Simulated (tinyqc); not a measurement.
# Changing the wavelength

Model: surface photovoltage measurement of the minority-carrier diffusion length in a wafer. Computed by tinyqc, a small Python program. Command: `OMP_NUM_THREADS=1 python tinyqc.py 3130194 3130195 out.jsonl spv sweep`. One thread of a shared host (Intel(R) Xeon(R) Processor @ 2.30GHz), about 0.02 s of CPU time with the checks.

Low injection, steady light, a depletion layer much thinner than 1/alpha and L. The excess density dn is taken at the front edge of the neutral region; light that reaches the back is lost.

Inputs (values chosen for the exercise, modelled on p-type silicon at room temperature):

| quantity | value | unit |
|---|---|---|
| diffusion length L | 83 | micrometre |
| wafer thickness W | 525 | micrometre |
| diffusivity D | 30.1 | cm^2/s |
| front recombination velocity S_f | 13000 | cm/s |
| back recombination velocity S_b | 13000 | cm/s |
| photon flux entering | 1.2e+11 | 1/(cm^2 s) |
| minority density at the surface barrier scale n_0 | 1.1e+10 | 1/cm^3 |
| temperature T | 298 | K |

Constants: k_B = 8.617333262e-05 eV/K.

Method:
- alpha = (84.732/lambda - 76.417)^2 per cm with lambda in micrometre (an empirical fit for silicon between 0.7 and 1.05 micrometre).
- Thick wafer: dn = Phi L/((S_f + D/L)(L + 1/alpha)). Finite wafer, with s = S_b L/D, w = W/L, a = alpha L: dn = [Phi a/(a^2 - 1)] [a - B - exp(-alpha W)(a - s)/(cosh w + s sinh w)]/(S_f + B D/L), B = (sinh w + s cosh w)/(cosh w + s sinh w).
- Photovoltage V = (k_B T/e) ln(1 + dn/n_0). Lifetime = L^2/D.

One run for each value:

| wavelength (nm) | dn, finite wafer (1/cm^3) | penetration depth 1/alpha (micrometre) | dn, thick wafer (1/cm^3) |
|---|---|---|---|
| 780 | 6.4666e+06 | 9.64 | 6.4666e+06 |
| 842 | 5.9872e+06 | 17.05 | 5.9872e+06 |
| 874 | 5.6129e+06 | 23.73 | 5.6130e+06 |
| 905 | 5.1303e+06 | 33.76 | 5.1303e+06 |
| 936 | 4.4960e+06 | 50.24 | 4.4961e+06 |
| 968 | 3.6542e+06 | 80.93 | 3.6543e+06 |
| 999 | 2.6653e+06 | 141.73 | 2.6656e+06 |
| 1030 | 1.5944e+06 | 292.50 | 1.5953e+06 |

Give the missing row, wavelength (nm) = 811.

Computed row:
```
wavelength (nm)  dn, finite wafer (1/cm^3)  penetration depth 1/alpha (micrometre)  dn, thick wafer (1/cm^3)
811                             6.2596e+06                                   12.70                6.2596e+06
```

Interpolating between the two neighbouring rows (linearly) misses most in penetration depth 1/alpha (micrometre), by 5.1 %. Over the rows, dn, finite wafer (1/cm^3) falls from 6.47e6 to 1.59e6 (exponent d ln y / d ln x -0.83 between the first rows and -17 between the last); penetration depth 1/alpha (micrometre) rises from 9.64 to 292 (exponent d ln y / d ln x 7.1 between the first rows and 24 between the last); dn, thick wafer (1/cm^3) falls from 6.47e6 to 1.60e6 (exponent d ln y / d ln x -0.83 between the first rows and -17 between the last).

Extremes, crossings and ranges named in words are read from the listed rows.
